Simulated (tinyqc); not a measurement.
Short-channel transistor, virtual-source model with series resistance: one step of the calculation.

The current per gate width is the charge at the top of the source barrier (the virtual source) times its velocity times a saturation function; al and be are fitting constants of the model. Units: I in uA/um, Rs in ohm um, so I Rs = 1e-6 I Rs in volts; Q in uC/cm^2, so I = 1e-4 Q vx0 Fsat with vx0 in cm/s.

Problem. Current through the series resistance. Intrinsic voltages Vg' = Vgs - I Rs, Vd' = Vds - 2 I Rs. n = n0 + nd Vd', VT = VT0 - dl Vd', Ff = 1/(1 + exp((Vg' - VT + al Vt/2)/(al Vt))), Q = Cinv n Vt ln(1 + exp((Vg' - VT + al Vt Ff)/(n Vt))), Vdsat = (vx0 L/mu)(1 - Ff) + Vt Ff, Fsat = u/(1 + u^be)^(1/be) with u = Vd'/Vdsat, and I(out) = Q vx0 Fsat per width. (Fsat takes the sign of u.) I(new) = I(out).

Values chosen for this exercise:
```
symbol   value        unit                                                         meaning
T          300           K                                                     temperature
Cinv      1.64     uF/cm^2                                           inversion capacitance
vx0     1.85e7        cm/s                                  velocity at the virtual source
mu         580  cm^2/(V s)                                               apparent mobility
L           12          nm                                                  channel length
VT0      0.296           V                                 threshold at zero drain voltage
dl        0.03         V/V                                  drain-induced barrier lowering
n0        1.44                                                         subthreshold factor
nd           0         1/V                                  growth of n with drain voltage
al         3.5              threshold shift (in units of Vt) from weak to strong inversion
be           2                                                     sharpness of saturation
Rs          30      ohm um                               series resistance of each contact
Vgs        0.5           V                                                    gate voltage
Vds       0.05           V                                                   drain voltage
```

Constants: q = 1.602176634e-19 C, kB = 1.380649e-23 J/K, Vt = kB T/q. Results are converted to the units shown.

I after iteration 2 = 272.15919 uA/um

Find: Vg'; Vd'; VT; Ff; Q; Vdsat; Fsat; I(out); I after iteration 3.

Solution.

Vg' = 0.49184 V
Vd' = 0.033670 V
VT = 0.29499 V
Ff = 0.064433
Q = 0.33265 uC/cm^2
Vdsat = 0.037475 V
Fsat = 0.66834
I(out) = 411.30 uA/um
I after iteration 3 = 411.30 uA/um

Computed by the program tinyqc: `OMP_NUM_THREADS=1 python tinyqc.py 2380172 2380173 out.jsonl`, one thread of a shared Intel Xeon 2.30GHz, about 0.02 s for the whole run.
